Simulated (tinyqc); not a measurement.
## MOSFET in the linear regime without short-channel effects, parameter extraction from computed curves: extraction methods against the temperature

Inversion charge Q = Cox n Vt W0(exp((Vg - VT)/(n Vt))), W0 the Lambert function and n = nf; u = Q/Cox; mobility mu = mu0/(1 + th1 u + th2 u^2); channel resistance Rch = (L - dL)/(W mu Q); Id = Vd/(Rch + Rsd/W). Cox = eps0 eox/tox. Small Vd, no channel-length or drain effects.

From the continuous curve Id(Vg): tangent at peak gm (V_ext = Vg - Id/gm); constant current Id = 0.1 uA W/L; peak of d2Id/dVg2; Y = Id/sqrt(gm) drawn through Vg = VT + 0.6 and VT + 0.8 V, with intercept VT_Y and slope s. Mobilities gm,max L/(W Cox Vd) and s^2 L/(W Cox Vd) with the drawn L. Last column: share of Rsd/W in the total resistance at VT + 0.8 V.

Inputs (values chosen for the exercise); channel values of the order met in silicon transistors:

| symbol | value | unit | meaning |
|---|---|---|---|
| eox | 3.9 |  | relative permittivity of the gate insulator (close to silicon dioxide) |
| tox | 4.6 | nm | insulator thickness |
| mu0 | 390 | cm^2/(V s) | low-field mobility |
| th1 | 0.05 | 1/V | first mobility attenuation factor |
| th2 | 0 | 1/V^2 | second mobility attenuation factor |
| VT | 0.66 | V | threshold voltage |
| nf | 1.15 |  | body factor |
| W | 10 | um | gate width |
| L | 0.051 | um | drawn gate length |
| dL | 0.019 | um | drawn less effective length |
| Rsd | 120 | ohm um | source plus drain resistance |
| Vd | 0.05 | V | drain voltage |

Constants: q = 1.602176634e-19 C, kB = 1.380649e-23 J/K, Vt = kB T/q, eps0 = 8.8541878128e-14 F/cm where lengths are in cm. Results are converted to the units shown.

Result of one run:
columns A: T (K); B: V_ext (V); C: constant current (V); D: second derivative (V); E: VT_Y (V); F: mobility from gm (cm^2/(V s)); G: mobility from Y (cm^2/(V s)); H: series share (%)
```
A        B      C      D      E    F    G     H
450  0.637  0.560  0.639  0.706  350  537  41.9
```

What becomes of these results when the temperature T is changed from 450 to 77 K, all else the same?

Result of the changed run:
columns A: T (K); B: V_ext (V); C: constant current (V); D: second derivative (V); E: VT_Y (V); F: mobility from gm (cm^2/(V s)); G: mobility from Y (cm^2/(V s)); H: series share (%)
```
A       B      C      D      E    F    G     H
77  0.663  0.660  0.658  0.682  483  607  44.7
```

The whole series:
columns A: T (K); B: V_ext (V); C: constant current (V); D: second derivative (V); E: VT_Y (V); F: mobility from gm (cm^2/(V s)); G: mobility from Y (cm^2/(V s)); H: series share (%)
```
A        B      C      D      E    F    G     H
77   0.663  0.660  0.658  0.682  483  607  44.7
110  0.663  0.654  0.657  0.688  461  601  44.4
150  0.661  0.646  0.655  0.693  440  594  44.0
220  0.658  0.629  0.652  0.700  411  580  43.4
300  0.652  0.607  0.648  0.704  386  565  42.8
370  0.645  0.586  0.644  0.706  368  552  42.3
450  0.637  0.560  0.639  0.706  350  537  41.9
```

The model has VT = 0.66 V and mu0 = 390 cm^2/(V s). Over the table the extracted thresholds move by 26 mV (tangent), 100 mV (constant current), 19 mV (second derivative), 24 mV (Y function). The mobility from gm falls from 483 to 350 and that from Y falls from 607 to 537 cm^2/(V s).

Computed by the program tinyqc: `OMP_NUM_THREADS=1 python tinyqc.py 2210065 2210066 out.jsonl`, one thread of a shared Intel Xeon 2.30GHz, about 0.01 s for the whole run.
